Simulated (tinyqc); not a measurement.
Inside a calculation. Method: CIS on RHF in the sto-3g basis, for H3+, spin multiplicity 1. One step of it, computed by the program tinyqc.

Task: Integrals over molecular orbitals. (pq|rs) = sum C_ip C_jq C_kr C_ls (ij|kl), one index at a time.

coefficients C:
```
            MO1        MO2        MO3
1H 1s  0.438106   0.889643  -0.513688
2H 1s  0.438106  -0.889643  -0.513688
3H 1s  0.438138   0.000000   1.027314
```

core Hamiltonian H = T + V (hartree):
```
           1H 1s      2H 1s      3H 1s
1H 1s  -1.311272  -0.654547  -0.654650
2H 1s  -0.654547  -1.311272  -0.654650
3H 1s  -0.654650  -0.654650  -1.311310
```

Two-electron integrals (ij|kl) in chemists' order, unique and non-zero (hartree):
```
(11|11) 0.774606   (21|11) 0.213286   (21|21) 0.081842   (22|11) 0.407576
(22|21) 0.213286   (22|22) 0.774606   (31|11) 0.213328   (31|21) 0.071443
(31|22) 0.160096   (31|31) 0.081870   (32|11) 0.160096   (32|21) 0.071443
(32|22) 0.213328   (32|31) 0.071453   (32|32) 0.081870   (33|11) 0.407608
(33|21) 0.160079   (33|22) 0.407608   (33|31) 0.213328   (33|32) 0.213328
(33|33) 0.774606
```

Give: one-electron integrals over orbitals h = C^T H C; Two-electron integrals over orbitals.

Result:

one-electron integrals over orbitals h = C^T H C (hartree):
```
         1        2        3
1  -1.5090   0.0000   0.0000
2   0.0000  -1.0395   0.0000
3   0.0000   0.0000  -1.0395
```

Two-electron integrals over orbitals (pq|rs), unique and non-zero (hartree):
```
(11|11) 0.5345     (21|21) 0.1470     (22|11) 0.5248     (22|22) 0.6173
(31|11) 1.42e-05   (31|22) -0.1044    (31|31) 0.1470     (32|21) -0.1044
(32|32) 0.0818     (33|11) 0.5248     (33|22) 0.4538     (33|31) 0.1044
(33|33) 0.6173
```
